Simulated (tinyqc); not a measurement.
# Worked calculation: a square-lattice strip 2 sites wide, recursive Green functions

Computed by the program tinyqc: `OMP_NUM_THREADS=1 python tinyqc.py 2660124 2660125 out.jsonl`, one thread of a shared Intel Xeon 2.30GHz, about 0.01 s for the whole run. Printed values are rounded.

The device has N = 3 slices of 2 site(s), nearest-neighbour hopping -t, and site energies U; the leads are semi-infinite continuations with site energy 0. V = <i+1|H|i> = -t 1.

Values chosen for this exercise: hopping (matrix element -t) t = 1 eV; site energies, slice by slice (2 a slice) U = [0.13, -0.07, 0.19, 0.09, 0.05, 0.04] eV; energy E = 0.3 eV.

## Self-energy of the leads

Transverse modes n = 1..2: chi_n(j) = sqrt(2/3) sin(pi n j/3), energy e_n = -2 t cos(pi n/3). Sigma = t^2 sum_n chi_n chi_n^T g(E - e_n), g(x) = (x - i sqrt(4 t^2 - x^2))/(2 t^2) for |x| < 2 t and (x - sign(x) sqrt(x^2 - 4 t^2))/(2 t^2) otherwise; Gamma = i (Sigma - Sigma^dagger); both leads give the same.

Sigma (eV):
```
                      1                     2
1  0.1500000-0.8483420i  0.5000000+0.0884077i
2  0.5000000+0.0884077i  0.1500000-0.8483420i
```

Gamma (eV):
```
           1          2
1   1.696684  -0.176815
2  -0.176815   1.696684
```

open modes = 2

## Slice 1

Forward pass: g_1 = (E - H_1 - Sigma)^(-1), g_i = (E - H_i - V g_(i-1) V^dagger)^(-1), with Sigma also subtracted on the last slice; G_(i,1) = g_i V G_(i-1,1), starting from g_1. H_i is the block of slice i: its site energies on the diagonal and -t between neighbouring rows.

g_1 (1/eV):
```
                      1                     2
1  0.0370066-0.8747400i  0.5035354+0.0612339i
2  0.5035354+0.0612339i  0.2281152-0.8164555i
```

## Slice 2

As before.

g_2 (1/eV):
```
                      1                     2
1  0.1105526-0.8399779i  0.5188977-0.0072871i
2  0.5188977-0.0072871i  0.0231501-0.9103390i
```

G_(2,1) (1/eV):
```
                       1                      2
1   0.4689415+0.0996847i  -0.2195211+0.8415082i
2  -0.0802288+0.9111406i   0.4762408+0.1984583i
```

## Slice 3

As before.

g_3 (1/eV):
```
                       1                      2
1  -0.0042691-0.5935454i  -0.0052123-0.0275893i
2  -0.0052123-0.0275893i   0.0275359-0.5684647i
```

G_(3,1) (1/eV):
```
                       1                      2
1  -0.0827213+0.2812994i  -0.5034035-0.1125297i
2  -0.5160480-0.0572390i  -0.1502911+0.2635911i
```

## Transmission and its channels

T(E) = Tr[Gamma G_(N,1) Gamma G_(N,1)^dagger]. The non-zero eigenvalues T_n of the matrix under the trace are the channel transmissions; Fano factor sum T_n (1 - T_n)/sum T_n.

T(E) = 1.989589
T_n: 0.9990964  0.9904930
Fano factor = 0.005186699

With 2 open mode(s) in the leads T(E) cannot exceed 2. Inverting the whole matrix gives the same value.
